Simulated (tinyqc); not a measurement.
Worked calculation: time-domain thermoreflectance: layered heat flow under a modulated pulse train, and what the signal ratio measures. Computed by tinyqc, a small Python program that keeps every step. Command: `OMP_NUM_THREADS=1 python tinyqc.py 3110061 3110062 out.jsonl tdtr walk`. One thread of a shared host (Intel(R) Xeon(R) Processor @ 2.30GHz), about 0.1 s of CPU time with the checks. Intermediate numbers are printed to about 5 digits and carried at full precision; extremes and crossings named in words are read from the listed rows.

Pulses repeat at 80 MHz; heat is laid down at the surface, all layers are isotropic.

Inputs (values chosen for the exercise, modelled on aluminium on germanium): metal thickness d = 90 nm; metal conductivity = 150 W/(m K); metal heat capacity = 2.42 MJ/(m^3 K); boundary conductance G under the metal = 84 MW/(m^2 K); substrate conductivity kappa = 58.9 W/(m K); substrate heat capacity C = 1.73 MJ/(m^3 K); modulation frequency f = 10 MHz; spot radius w (1/e^2, pump and probe) = 19 micrometre; delay t = 520 ps.

Stack: metal, substrate.

## Length and time scales

Penetration depth sqrt(kappa/(pi f C)); effusivity sqrt(kappa C); cooling time of the metal d C_m/G; Kapitza length kappa/G.

penetration depth = 1.0410 micrometre

effusivity = 10094 W s^(1/2)/(m^2 K)

cooling time of the metal = 2592.9 ps

Kapitza length = 701.19 nm

depth over spot radius = 0.054791

## Impedance at k = 0 and the modulation frequency

For radial wave number k and angular frequency W each layer has u = sqrt(4 pi^2 k^2 + i W C/kappa) and gamma = kappa u. Surface impedance from below: Z = 1/gamma for the substrate; a layer of thickness L maps Z to (Z + tanh(u L)/gamma)/(1 + gamma Z tanh(u L)); a boundary adds 1/G. Take k = 0 and W = 2 pi f.

Z of the substrate = 8.8372-8.8372i m^2 K/GW

Z at the surface = 16.012-11.927i m^2 K/GW

## Response at the modulation frequency

Response per absorbed watt H(W) = 2 pi int_0^(2/w) Z(k, W) exp(-pi^2 k^2 w^2) k dk by 20 Gauss-Legendre points.

H(2 pi f) = 0.014128-0.010460i K/mW

phase of H(2 pi f) = -36.516 degrees

## Signal at one delay

Signal: X + iY = sum_(m = -M..M) H(2 pi (f + m f_r)) exp(i 2 pi m f_r t) exp(-pi (m/M)^2 x 4), f_r = 80 MHz, M = 4000, with H(-W) the complex conjugate of H(W); V_in = X, V_out = Y, ratio = -V_in/V_out.

V_in = 0.043477 K/mW

V_out = -0.0097629 K/mW

ratio -V_in/V_out = 4.4533

## Ratio and sensitivities against delay

Sensitivity S = ln(ratio'/ratio)/ln(1.01) for a rise of one input by 1 %.

Ratio and sensitivities:
```
t (ps)   ratio  S to kappa    S to G   S to d   S to C     S to w
100     5.6898     0.42538   0.25243  -1.0704  0.42273  -0.012929
200     5.3335     0.41157   0.21308  -1.0200  0.40893  -0.012505
400     4.7481     0.38725   0.14794  -0.9073  0.38462  -0.011795
800     3.8843     0.34912   0.05085  -0.7347  0.34646  -0.010774
1500    2.9169     0.30312  -0.06255  -0.5290  0.30029  -0.009743
2500    2.1042     0.26077  -0.16565  -0.3400  0.25755  -0.009142
4000    1.4152     0.22117  -0.26366  -0.1603  0.21707  -0.009268
```

The largest sensitivity in size at 100 ps is to d (-1.07). The sensitivity to G changes sign between 800 and 1500 ps, which helps to separate G from inputs whose sensitivity keeps its sign. kappa and C enter almost alike, through the effusivity. At 400 ps an error of 3 % in d passes on as 7 % in kappa.

Checks made by the program: steady rise of a bare substrate, 1/(2 sqrt(pi) w kappa), from the same quadrature (relative difference below 1e-10).
